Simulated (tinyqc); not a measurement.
Comparisons within one model: cyclotron resonance of ellipsoidal valleys, Ge type. A value that a table varies takes the place of the one given here.

Valleys along [111], [-111], [1-11], [11-1], mass ml along the axis and mt across it. B lies in the (1-10) plane, b = (sin(theta)/sqrt2, sin(theta)/sqrt2, cos(theta)). For the angle phi between B and the axis, 1/mc^2 = cos^2(phi)/mt^2 + sin^2(phi)/(mt ml). Resonance: h nu = 2 muB B/mc, h = 2 pi hbar.

Constants: hbar = 6.58211957e-16 eV s; muB = 5.788381798e-05 eV/T.

Inputs chosen for the exercise (near those of Ge; not measured data): ml = 1.537 m0 (longitudinal mass); mt = 0.083 m0 (transverse mass); ths = (0, 20, 35, 50, 65, 80, 90) degrees (angles); g1 = 13.35 (Luttinger gamma1); g2 = 4.24 (gamma2); g3 = 5.69 (gamma3); theta = 25 degrees (angle of B from [001] towards [110]); nu = 35 GHz (microwave frequency).

## Rotating the field

mc against theta; [-111] and [1-11] stay equal in this plane.

Cyclotron masses (m0):
```
theta (degrees)   [111]  [-111]  [11-1]
0                0.1366  0.1366  0.1366
20               0.0997  0.1440  0.2400
35               0.0879  0.1611  0.3571
50               0.0833  0.1933  0.2445
65               0.0843  0.2499  0.1550
80               0.0912  0.3294  0.1148
90               0.1003  0.3572  0.1003
```

All valleys give one line at theta = 0, B along [001], with mc = 0.1366. The [111] valley reaches mt at 54.7 degrees, and [11-1] reaches its largest value sqrt(ml mt) = 0.3572 at 35.3 degrees, where B is perpendicular to it; the listed maximum of that branch is 0.3571. The pair [-111], [1-11] reaches the same value at 90 degrees.

## Heavy and light holes (cyclotron masses of warped hole bands)

E = c k^2 f(n) with f = g1 -/+ 2 sqrt(g2^2 + 3 (g3^2 - g2^2)(nx^2 ny^2 + ny^2 nz^2 + nz^2 nx^2)). For the orbit through k = 0 perpendicular to b = (sin(theta)/sqrt2, sin(theta)/sqrt2, cos(theta)), mc is the mean of 1/f over the directions n in that plane (180 evenly spaced angles). Quantum effects of the lowest levels are left out.

Cyclotron masses (m0):
```
theta (degrees)   heavy   light
0                0.2824  0.0436
20               0.3117  0.0429
35               0.3568  0.0420
50               0.3805  0.0416
65               0.3792  0.0416
80               0.3755  0.0420
90               0.3748  0.0421
```

The heavy mass varies by 35 % over the table, with its largest listed value at 50 degrees ([111] lies at 54.7) and its smallest at 0; the light mass varies by 4.8 %. The warping term enters both with the same size, but it is set against a small inverse mass in one and a large one in the other (along [111], g1 - 2 g3 = 1.97 and g1 + 2 g3 = 24.73).

## What each parameter does

Resonance fields B = h nu mc/(2 muB) of the valleys [111], [-111] and [11-1]. Each row changes one parameter from the base and keeps the others.

Results:
```
case                [111] (T)  [-111] (T)  [11-1] (T)
base                   0.1185      0.1855      0.3580
ml = 1.768 m0          0.1186      0.1870      0.3735
mt = 0.075 m0          0.1071      0.1686      0.3336
theta = 29 degrees     0.1145      0.1910      0.4062
nu = 38.5 GHz          0.1303      0.2040      0.3938
```

The largest shifts from the base row, up to three for each result and ties (the steps differ in size, so this ranks the rows, not the parameters). [111] (T): nu +0.0118, mt -0.0113, theta -0.0040. [-111] (T): nu +0.0185, mt -0.0169, theta +0.0055. [11-1] (T): theta +0.0482, nu +0.0358, mt -0.0243.

Program tinyqc; command `OMP_NUM_THREADS=1 python tinyqc.py 1252697 1252698 out.jsonl`; about 0.01 s on one thread of a shared Intel(R) Xeon(R) Processor @ 2.30GHz.
